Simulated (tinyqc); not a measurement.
MOSFET in the linear regime without short-channel effects, parameter extraction from computed curves: two steps of the calculation.

Inversion charge Q = Cox n Vt W0(exp((Vg - VT)/(n Vt))), W0 the Lambert function and n = nf; u = Q/Cox; mobility mu = mu0/(1 + th1 u + th2 u^2); channel resistance Rch = (L - dL)/(W mu Q); Id = Vd/(Rch + Rsd/W). Cox = eps0 eox/tox. Small Vd, no channel-length or drain effects.

Values chosen for this exercise; channel values of the order met in silicon transistors:
- eox = 8.75 (relative permittivity of the gate insulator (close to aluminium oxide))
- tox = 5.6 nm (insulator thickness)
- mu0 = 210 cm^2/(V s) (low-field mobility)
- th2 = 0 1/V^2 (second mobility attenuation factor)
- VT = 0.69 V (threshold voltage)
- W = 10 um (gate width)
- L = 0.058 um (drawn gate length)
- dL = 0.015 um (drawn less effective length)
- Vd = 0.01 V (drain voltage)

Constants: eps0 = 8.8541878128e-14 F/cm where lengths are in cm. Results are converted to the units shown.

Task 1. Threshold and mobility at the peak transconductance. gm_i = (Id_(i+1) - Id_(i-1))/(Vg_(i+1) - Vg_(i-1)); at the point j of largest gm the tangent meets the axis at V_ext = Vg_j - Id_j/gm_j; field-effect mobility gm_j L/(W Cox Vd) with the drawn L.

```
point  Vg (V)        Id (uA)
0        0.45  1.3809965e-14
1        0.57   2.5858287e-7
2        0.69      2.7374078
3        0.81      63.326919
4        0.93      124.88941
5        1.05      178.77228
6        1.17      225.78230
7        1.29      267.01208
8        1.41      303.41084
```

Wanted: gm; j; V_ext; field-effect mobility.

Result 1.

gm, point 1 to 7 (uS): 11.41  263.9  509.0  481.0  420.4  367.7  323.5
j = 3
V_ext = 0.6856 V
field-effect mobility = 213.4 cm^2/(V s)

V_ext is 4.4 mV below the model VT, and the mobility so found is 25 % below mu0 L/(L - dL) = 283 cm^2/(V s), the value for the drawn L; attenuation, series resistance and the slow approach of Q to a straight line all lower the peak gm.

Task 2. The Y function. Y_i = Id_i/sqrt(gm_i). For Id = beta Vd x/(1 + th x), x = Vg - VT, Y = sqrt(beta Vd) x whatever th. Slope s from points 4 and 7; VT_Y = Vg - Y/s at point 7; beta = s^2/Vd; mobility beta L/(W Cox) with the drawn L; th* = (beta Vd x/Id - 1)/x at point 7.

```
point  Vg (V)        Id (uA)
0        0.45  1.3809965e-14
1        0.57   2.5858287e-7
2        0.69      2.7374078
3        0.81      63.326919
4        0.93      124.88941
5        1.05      178.77228
6        1.17      225.78230
7        1.29      267.01208
8        1.41      303.41084
```

gm, point 1 to 7 (uS): 11.405866  263.86216  508.96668  481.02233  420.38702  367.66583  323.45224

Find: Y; s; VT_Y; beta; mobility from Y; th*.

Result 2.

Y, point 1 to 7 (uA^0.5 V^0.5): 7.6566e-8  0.16852  2.8070  5.6943  8.7192  11.775  14.847
s = 25.423 uA^0.5 V^-0.5
VT_Y = 0.70602 V
beta = 64632 uA/V^2
mobility from Y = 270.96 cm^2/(V s)
th* = 0.70820 1/V

The mobility from Y is 4.3 % below mu0 L/(L - dL) = 283 cm^2/(V s), which it should reach in deep inversion when th2 = 0.

Program tinyqc, `OMP_NUM_THREADS=1 python tinyqc.py 2210146 2210147 out.jsonl`; Intel Xeon 2.30GHz, shared host, one thread, about 0.01 s.
